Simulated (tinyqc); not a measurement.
Field from the level spacing.

Problem. In a triangular well E_k = a_k (C F^2/mz1)^(1/3), a_1 = 2.338107, a_2 = 4.087949, C = hbar^2/(2 m0), F in eV/nm (1 MV/cm = 0.1 eV/nm). Find F, E_1, the mean distance 2 E_1/(3 F) of the lowest level and the sheet charge eps0 eps_r F/q behind such a field.

Values chosen for this exercise:
```
symbol  value  unit                                     meaning
eps_r    16.2                             relative permittivity
mz1      1.62    m0  mass along z of valley set A (1 valley(s))
```

Constants: q = 1.602176634e-19 C, hbar = 1.054571817e-34 J s, m0 = 9.1093837015e-31 kg, eps0 = 8.8541878128e-14 F/cm where lengths are in cm, hbar^2/(2 m0) = 0.0380998212 eV nm^2. Results are converted to the units shown.

spacing of the two lowest levels = 62.484160 meV

Answer. The spacing over a_2 - a_1 is the energy scale (C F^2/mz1)^(1/3), which gives F.

F = 0.440 MV/cm
E_1 = 83.5 meV
mean distance = 1.27 nm
sheet charge over q = 3.94e12 cm^-2

Program tinyqc, `OMP_NUM_THREADS=1 python tinyqc.py 2160012 2160013 out.jsonl`; Intel Xeon 2.30GHz, shared host, one thread, about 0.8 s.
